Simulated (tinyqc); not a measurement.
Inside a calculation. Model: carrier lifetime of an n-type layer with SRH, radiative, Auger and surface recombination.

tinyqc, about 0.01 s, one thread, Intel Xeon 2.30GHz (shared host): `OMP_NUM_THREADS=1 python tinyqc.py 2300110 2300111 out.jsonl` Printed values are rounded.

Uniform excess density dn = dp (no trapping), n = n0 + dn, p = p0 + dn, Boltzmann statistics, full ionisation. Surfaces enter as a rate 2 S dn/d, which holds while diffusion to them is fast.

Values chosen for this exercise; band and dielectric values those of a made-up semiconductor:
- T = 300 K (temperature)
- Eg = 0.975 eV (band gap)
- Nc = 3.41e19 cm^-3 (conduction-band density of states at T)
- Nv = 3.37e19 cm^-3 (valence-band density of states at T)
- B = 3.86e-15 cm^3/s (radiative coefficient)
- N = 1.9e14 cm^-3 (donor density)
- Cn = 5.4e-31 cm^6/s (Auger coefficient (two electrons))
- Cp = 2.6e-31 cm^6/s (Auger coefficient (two holes))
- Nt = 2.5e10 cm^-3 (trap density)
- sn = 3e-17 cm^2 (capture cross-section for electrons)
- sp = 7e-16 cm^2 (capture cross-section for holes)
- vth = 1.3e7 cm/s (thermal velocity (both carriers))
- Et = 0.83 eV (trap level below the conduction band)
- S = 0 cm/s (surface recombination velocity (both faces))
- d = 200 um (sample thickness)
- G = 3.9e13 cm^-3 s^-1 (generation rate)

Constants: q = 1.602176634e-19 C, kB = 1.380649e-23 J/K, Vt = kB T/q. Results are converted to the units shown.

## Equilibrium densities and SRH constants

ni = sqrt(Nc Nv) exp(-Eg/(2 Vt)), Eg in volts; majority density N/2 + sqrt(N^2/4 + ni^2), n0 p0 = ni^2; n1 = Nc exp(-Et/Vt), p1 = Nv exp((Et - Eg)/Vt); tn0 = 1/(sn vth Nt), tp0 = 1/(sp vth Nt).

ni = 2.190547e11 cm^-3
n0 = 1.900003e14 cm^-3
p0 = 2.525521e8 cm^-3
n1 = 3.884795e5 cm^-3
p1 = 1.235200e17 cm^-3
tn0 = 0.1025641 s
tp0 = 0.004395604 s

## Starting value

dn = 2e12 cm^-3.

dn at the start = 2e12 cm^-3

## Iteration 1: new dn

With e = n p - ni^2 = dn (n0 + p0 + dn): U_SRH = e/(tp0 (n + n1) + tn0 (p + p1)), U_rad = B e, U_Aug = (Cn n + Cp p) e, U_s = 2 S dn/d. Substitution: tau = dn/U with U the sum, dn(new) = G tau.

U_SRH = 3.030846e10 cm^-3 s^-1
U_rad = 1.482244e12 cm^-3 s^-1
U_Aug = 4.001298e10 cm^-3 s^-1
U_s = 0 cm^-3 s^-1
tau = 1.288191 s
dn after iteration 1 = 5.023943e13 cm^-3

## Iteration 2: new dn

As before.

U_SRH = 9.522361e11 cm^-3 s^-1
U_rad = 4.658834e13 cm^-3 s^-1
U_Aug = 1.723428e12 cm^-3 s^-1
U_s = 0 cm^-3 s^-1
tau = 1.019800 s
dn after iteration 2 = 3.977220e13 cm^-3

## Course of the iteration

Stop when the step is below 1e-10 of the value, or after 40 iterations.

Course of the iteration:

| iteration | dn before the step (cm^-3) | step (cm^-3) |
|---|---|---|
| 1 | 2e12 | 4.82e13 |
| 2 | 5.023943e13 | -1.05e13 |
| 3 | 3.977220e13 | 1.90e12 |
| 4 | 4.166943e13 | -3.57e11 |
| 5 | 4.131280e13 | 6.66e10 |
| 6 | 4.137939e13 | -1.24e10 |
| 7 | 4.136694e13 | 2.33e9 |
| 8 | 4.136927e13 | -4.35e8 |
| 9 | 4.136883e13 | 8.13e7 |
| 10 | 4.136891e13 | -1.52e7 |
| 11 | 4.136890e13 | 2.84e6 |
| 12 | 4.136890e13 | -5.31e5 |
| 13 | 4.136890e13 | 9.92e4 |
| 14 | 4.136890e13 | -1.85e4 |
| 15 | 4.136890e13 | 3470 |

Converged in 15 iterations. At the solution d ln U/d ln dn = 1.19, so the logarithmic slope of the map is 1 - 1.19 = -0.19; its size is below 1, so substitution contracts.

## Lifetime, shares and quasi-Fermi splitting

converged dn = 4.136890e13 cm^-3

With e = n p - ni^2 = dn (n0 + p0 + dn): U_SRH = e/(tp0 (n + n1) + tn0 (p + p1)), U_rad = B e, U_Aug = (Cn n + Cp p) e, U_s = 2 S dn/d. tau = dn/U, shares of U, splitting Vt ln(n p/ni^2), radiative efficiency U_rad/U.

tau = 1.060741 s
shares (%): SRH 1.93643, radiative 94.73329, Auger 3.33028, surface 0.00000
quasi-Fermi splitting = 0.3154827 V

Radiative recombination takes the largest share. dn is 0.22 times the doping: intermediate injection.
